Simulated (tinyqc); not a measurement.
From results back to parameters: inversion layer as a triangular well, valleys of the Si type. Four cases, with inputs chosen for the exercise.

Problem. The spacing of the two lowest levels of one ladder was computed from a hidden sheet density Ns.

The field is taken as constant, e F = 4 pi (e^2/4 pi eps0)(Nd + eta Ns)/eps, with 1e12/cm^2 = 1e-4/angstrom^2, and the oxide as a hard wall at z = 0; c = hbar^2/2m0.

Level j of a valley lies at E_j = a_j (c (e F)^2/m_z)^(1/3) above the band edge at the surface, with the Airy zeros a_j = 2.338107, 4.087949, 5.520560, 6.786708, 7.944134, 9.022651, 10.040174, 11.008524, 11.936016, 12.828777, and has <z> = 2 E_j/(3 e F).

Constants: hbar^2/2m0 = 3.80998211 eV angstrom^2; e^2/(4 pi eps0) = 14.39964547 eV angstrom.

Find: F; Ns.

Method. e F = sqrt(m_z/c) [(E_1 - E_0)/(a_1 - a_0)]^(3/2), with a_0 and a_1 the first two zeros; then Ns = (eps e F/(4 pi e^2/4 pi eps0) - Nd)/eta.

Case 1.

Values chosen (near those of Si; shifted at random, so the results belong to these values and not to a real crystal):
- m_z = 0.899 m0 (confinement mass)
- eps = 11.6 (dielectric constant)
- Nd = 0.12 x 1e12/cm^2 (depletion charge)
- eta = 0.5 (share of Ns in the effective field)

E_1 - E_0 = 52.5371 meV

Solution.

F = 0.2527 MV/cm
Ns = 3.00 x 1e12/cm^2

Case 2.

Values chosen (near those of Si; shifted at random, so the results belong to these values and not to a real crystal):
- m_z = 0.3143 m0 (confinement mass)
- eps = 11.9 (dielectric constant)
- Nd = 1.3 x 1e12/cm^2 (depletion charge)
- eta = 0.5 (share of Ns in the effective field)

E_1 - E_0 = 133.9393 meV

Solution.

F = 0.6082 MV/cm
Ns = 5.40 x 1e12/cm^2

Case 3.

Values chosen (near those of Si; shifted at random, so the results belong to these values and not to a real crystal):
- m_z = 0.3116 m0 (confinement mass)
- eps = 11.7 (dielectric constant)
- Nd = 0.18 x 1e12/cm^2 (depletion charge)
- eta = 0.75 (share of Ns in the effective field)

E_1 - E_0 = 50.8127 meV

Solution.

F = 0.1415 MV/cm
Ns = 0.98 x 1e12/cm^2

Case 4.

Values chosen (near those of Si; shifted at random, so the results belong to these values and not to a real crystal):
- m_z = 0.3149 m0 (confinement mass)
- eps = 11.6 (dielectric constant)
- Nd = 0.92 x 1e12/cm^2 (depletion charge)
- eta = 0.5 (share of Ns in the effective field)

E_1 - E_0 = 84.9107 meV

Solution.

F = 0.3073 MV/cm
Ns = 2.10 x 1e12/cm^2

Computed by tinyqc, one run a case: `OMP_NUM_THREADS=1 python tinyqc.py N N+1 out.jsonl` with N = 1281503, 1281553, 1281567, 1281586; one thread of a shared Intel(R) Xeon(R) Processor @ 2.30GHz, about 0.02 s a run at most.
